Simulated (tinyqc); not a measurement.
Worked calculation: Hubbard chain of 5 sites. Computed by tinyqc, a small Python program that keeps every step. Settings: hopping = 1.76, U = 6.3, mixing = 0.5, iteration cap = 78. Command: `OMP_NUM_THREADS=1 python tinyqc.py 25720 25721 out.jsonl` (the two numbers bound the seeds that draw the settings). One thread of a shared host (Intel(R) Xeon(R) Processor @ 2.60GHz), about 0.2 s of CPU time with the checks.

one-body matrix (hopping and site energies) (eV), order 1, 2, 3, 4, 5:
$$\begin{pmatrix}
-0.130000 & -1.760000 & 0.000000 & 0.000000 & 0.000000 \\
-1.760000 & 0.600000 & -1.760000 & 0.000000 & 0.000000 \\
0.000000 & -1.760000 & 0.330000 & -1.760000 & 0.000000 \\
0.000000 & 0.000000 & -1.760000 & 0.800000 & -1.760000 \\
0.000000 & 0.000000 & 0.000000 & -1.760000 & -0.400000
\end{pmatrix}$$

U = 6.300000 eV

electrons, up and down: [3, 3]

n(up) at the start (a guess, not normalised): 1 0.900000, 2 0.300000, 3 0.900000, 4 0.300000, 5 0.900000

n(down) at the start (a guess): 1 0.300000, 2 0.900000, 3 0.300000, 4 0.900000, 5 0.300000

Each step fills the lowest levels of T + U n(other spin) and sets n(new) = n + mixing (n(out) - n); stop when output and input agree to 1e-8.

Course of the cycle:
```
iteration      E (eV)  largest |n(out) - n(in)|  mean |n_up - n_down|
1          3.11213138                  3.33e-01              0.498687
2          2.96484462                  1.30e-01              0.485242
3          2.93395762                  7.75e-02              0.470104
4          2.91495810                  6.45e-02              0.457491
5          2.89778558                  6.00e-02              0.446702
6          2.88098524                  5.84e-02              0.437144
7          2.86397972                  5.78e-02              0.428352
8          2.84648737                  5.72e-02              0.419975
9          2.82848563                  5.60e-02              0.418174
10         2.81024533                  5.40e-02              0.429163
11         2.79232550                  5.08e-02              0.439592
...               ...                       ...                   ...
68         2.69232741                  2.55e-03              0.422048
69         2.69227811                  2.49e-03              0.422110
70         2.69223085                  2.44e-03              0.422169
71         2.69218551                  2.39e-03              0.422225
72         2.69214200                  2.34e-03              0.422279
73         2.69210022                  2.29e-03              0.422329
74         2.69206008                  2.25e-03              0.422377
75         2.69202151                  2.20e-03              0.422423
76         2.69198443                  2.16e-03              0.422466
77         2.69194877                  2.12e-03              0.422507
78         2.69191445                  2.08e-03              0.422546
```

Can the last value be used, and what does the course show?

Not by the stop rule. Not converged within 78 iterations: the residual falls steadily but slowly, by a factor of about 0.98 a step. The lowest mean-field energy found from random starts is 2.69191 eV. Reruns (cap 100 unless said): mixing 0.2: not converged; mixing 0.9: not converged; the original settings with a cap of 400: not converged.
